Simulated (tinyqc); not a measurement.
Sheet resistance of a shallow doped layer with concentration-dependent mobility and limited activation: one step, computed by the program tinyqc.

A layer of one dopant lies in a background of the opposite type. Current flows parallel to the surface down to the junction; depletion is ignored.

Task: Sheet resistance. C(x) = C_s exp(-x^2/(2 l^2)). Active density N = min(C, C_a); carriers n = N - C_B; mobility mu = mu_min + (mu_max - mu_min)/(1 + ((N + C_B)/N_r)^alpha). Integrals from 0 to x_j, where C = C_B (Gauss-Legendre, 60 points on each smooth piece; 1 nm = 1e-7 cm): dose int C dx, carriers int n dx, mean mobility int n mu dx/int n dx, R_s = 1/(e int n mu dx).

Inputs (values chosen for the exercise, modelled on phosphorus in silicon): surface concentration C_s = 2.1e+19 1/cm^3; length l = 63 nm; background C_B = 7e+17 1/cm^3; mobility floor mu_min = 67.1 cm^2/(V s); mobility mu_max = 1450 cm^2/(V s); reference density N_r = 9.9e+16 1/cm^3; exponent alpha = 0.695; anneal temperature T = 1100 C.

Profile: Gaussian.

active limit C_a = 6.149271e+20 1/cm^3

Constants: e = 1.602176634e-19 C.

Give: chemical dose; sheet carrier density; mean mobility; sheet resistance R_s; carriers per dopant atom; product R_s x_j.

Result:

chemical dose = 1.643e+14 1/cm^2

sheet carrier density = 1.528e+14 1/cm^2

mean mobility = 111.1 cm^2/(V s)

sheet resistance R_s = 367.5 ohm/square

carriers per dopant atom = 0.9300

product R_s x_j = 60391 ohm nm
